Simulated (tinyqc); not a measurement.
Inside a calculation. Method: tight binding, dimerised chain. One step of it, computed by the program tinyqc.

Problem. Bloch Hamiltonian at k. H_AA = +delta, H_BB = -delta, H_AB = -t1 - t2 exp(-i k a).

Parameters chosen for this model:
```
parameter,value,unit
t1,0.600000,"eV, inside the cell"
t2,2.180000,"eV, between cells"
delta,0.120000,"eV, +/- on the two sites"
```

k point k (2 pi / a): 0.040000

Give: H(k) at k.

Solution.

H(k) at k (eV):
```
,A,B
A,0.1200,-2.7115+0.5421i
B,-2.7115-0.5421i,-0.1200
```
